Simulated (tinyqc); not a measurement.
Worked calculation: Heisenberg spin cluster by exact diagonalisation: multiplets, susceptibility, level crossings. Computed by tinyqc, a small Python program that keeps every step. Command: `OMP_NUM_THREADS=1 python tinyqc.py 3009487 3009488 out.jsonl spincl walk`. One thread of a shared host (Intel(R) Xeon(R) Processor @ 2.30GHz), about 0.01 s of CPU time with the checks. Intermediate numbers are printed to about 5 digits and carried at full precision; extremes and crossings named in words are read from the listed rows.

H = J1 sum S_i.S_j over the bonds 1-2, 2-3, 3-4, 4-5, 5-6, 6-1 + J2 sum over 1-3, 2-4, 3-5, 4-6, 5-1, 6-2 - g mu_B B S_z; J > 0 is antiferromagnetic.

Inputs (values chosen for the exercise, for a model cluster): exchange J1 = 8.92 meV; exchange J2 = 11 meV; g factor = 2.04; temperature T = 59 K; field B = 4.4 T.

Cluster: ring of six with second neighbours J2. Spin s of each site: 0.5.

Constants: k_B = 8.617333262e-05 eV/K; mu_B = 5.7883818060e-05 eV/T.

## Multiplets

Every multiplet has one member in the block S_z = 0; diagonalise it and read the total spin from <S^2> = S (S + 1).

Levels at B = 0:
```
E (meV)  total S  number of multiplets
-29.880        0                     1
-20.960        0                     2
-20.163        1                     1
-20.034        1                     2
-18.370        0                     1
-12.040        1                     1
-8.920         1                     2
-0.926         1                     2
0.000          2                     2
0.530          0                     1
2.323          1                     1
8.920          2                     2
12.040         2                     1
29.880         3                     1
```

ground energy = -29.88 meV

gap to the next level = 8.92 meV

The ground state has S = 0; the next level has S = 0. The highest spin, S = 3, lies at 29.88 meV, s^2 times the sum of all J, s the spin of a site.

## Thermal averages at zero field

Z = sum k (2S + 1) exp(-E/(k_B T)) over the table, k the number of multiplets; <S^2> likewise with the factor S (S + 1); chi T = N_A g^2 mu_B^2 <S^2>/(3 k_B) = 0.125049 g^2 <S^2> cm^3 K/mol (cgs, per mole of clusters); C = (<E^2> - <E>^2)/(k_B T)^2; entropy = ln Z + <E>/(k_B T).

<S^2> = 1.0799

chi T = 0.56201 cm^3 K/mol

heat capacity = 1.6350 k_B

entropy = 2.5835 k_B

Free spins would give <S^2> = 4.5 and the entropy 4.159 k_B; chi T is 24 % of the free value.

## Magnetisation in the field

Each multiplet splits as E - g mu_B B m; <S_z> is the Boltzmann mean. The first level crossing is at the smallest (E_S - E_0)/(g mu_B (S - S_0)) over higher spins (0 if the ground state has the highest spin).

<S_z> = 0.036792

first crossing field = 82.288 T

Linear response would give g mu_B B <S^2>/(3 k_B T) = 0.0368.

## Susceptibility against the Curie-Weiss form

High-temperature form: chi T = C0/(1 - theta/T), C0 = 0.125049 g^2 n s (s + 1), k_B theta = -(2/3) s (s + 1) (sum of J over bonds)/n, n = 6; a dash where T <= 1.05 theta.

theta = -115.58 K

Against temperature:
```
T (K)  chi T (cm^3 K/mol)  Curie-Weiss  chi (cm^3/mol)  C (k_B)
10             1.0768e-04       0.1865      1.0768e-05   0.0205
21             3.9605e-02       0.3601      1.8859e-03   1.4498
36             2.7164e-01       0.5562      7.5455e-03   2.5259
62             5.8982e-01       0.8176      9.5133e-03   1.5715
100            8.7440e-01       1.0863      8.7440e-03   1.1278
170            1.2392e+00       1.3940      7.2892e-03   0.6356
260            1.5217e+00       1.6211      5.8526e-03   0.3348
410            1.7729e+00       1.8268      4.3242e-03   0.1525
830            2.0383e+00       2.0556      2.4557e-03   0.0409
1700           2.1880e+00       2.1927      1.2870e-03   0.0102
```

The Curie-Weiss form is within 3 % in the last 2 rows. chi passes a maximum, at 62 K among these rows, the mark of a singlet ground state; among these rows C is largest at 36 K, and the gap is 104 K.

Checks made by the program: the trace of H and the count of states (relative difference below 1e-10).
